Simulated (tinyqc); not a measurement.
Worked calculation: linear model of a band gap against the share of exact exchange. Values are carried at full precision from step to step, so a last printed digit may differ when a step is redone from the rounded ones.

E(alpha) = E0 + S alpha. A wider gap screens less, modelled in the Penn form eps(alpha) = 1 + (e0 - 1)(EP/(EP + S alpha))^2 with a scale EP chosen for the exercise. A dielectric-dependent hybrid takes alpha = 1/eps.

Parameters, chosen for this exercise (of the order of those of InP; shifted at random, so the results belong to these values and not to a real crystal): E0 = 0.68 eV (gap of the semi-local functional); S = 5.94 eV (slope dE/d(alpha)); e0 = 10.56 (optical dielectric constant at alpha = 0); EP = 9.9 eV (energy scale of the screening); Et = 1.4 eV (target gap); a_start = 0.5 (starting alpha); fv = 0.48 (share of the opening taken by the valence edge); Ed = 0.38 eV (defect level above the semi-local valence top); cd = 0 (shift of the level per unit opening, on the scale of the mean potential).

## Fixed shares

Gap, error against the target and eps for alpha = 0, 0.25 and 1/e0; and the alpha that meets the target, (Et - E0)/S.

Results:
```
alpha   E (eV)  E - Et (eV)     eps
0.0000   0.680       -0.720  10.560
0.2500   2.165        0.765   8.229
0.0947   1.242       -0.158   9.560
```

alpha for the target = 0.1212

A quarter of exact exchange overshoots the target by 0.77 eV: the material needs 0.121, and 1/e0 = 0.095 lies closer to it than 0.25 does.

## Self-consistent share

Iterate alpha -> 1/eps(alpha) seven times from a_start. The fixed point solves alpha eps(alpha) = 1; the contraction factor there is 2 (eps - 1) S/((EP + S alpha) eps^2).

Iterates:
```
step    alpha     eps  E (eV)
0     0.50000  6.6568  3.6500
1     0.15022  9.0445  1.5723
2     0.11056  9.4075  1.3368
3     0.10630  9.4480  1.3114
4     0.10584  9.4524  1.3087
5     0.10579  9.4528  1.3084
6     0.10579  9.4529  1.3084
7     0.10579  9.4529  1.3084
```

fixed point = 0.10579
contraction factor = 0.1067

The factor is positive, so the iterates approach from one side, the error shrinking to 0.11 of itself each step; the gap is within 0.01 eV of its limit from step 3. Self-consistency moves the gap by +0.066 eV against the one-shot choice 1/e0, since a wider gap screens less.

## Band edges and a deep level

The opening c = S alpha lowers the valence top by fv c and raises the conduction edge by (1 - fv) c, both against the mean potential; the level moves by cd c. Use the fixed point. Compare with stretching the level in proportion to the gap and with pinning it to either edge.

opening c = 0.628 eV

shifts of the valence and conduction edges (eV): -0.302  0.327

level above the valence top = 0.682 eV
level below the conduction edge = 0.627 eV

level above the valence top: stretched, tied to the valence edge, tied to the conduction edge (eV): 0.731  0.380  1.008

The three recipes err by +0.05, -0.30 and +0.33 eV against alignment through the mean potential. A localised level with cd = 0 stays put while the edges move away from it.

## Checks

- Fixed point by bisection against 60 substitutions: both 0.10579.

Computed by tinyqc, a small Python program: `OMP_NUM_THREADS=1 python tinyqc.py 1850182 1850183 out.jsonl` (the numbers bound the seed that draws the inputs); one thread of a shared host (Intel(R) Xeon(R) Processor @ 2.30GHz), about 0.01 s for the whole set of steps.
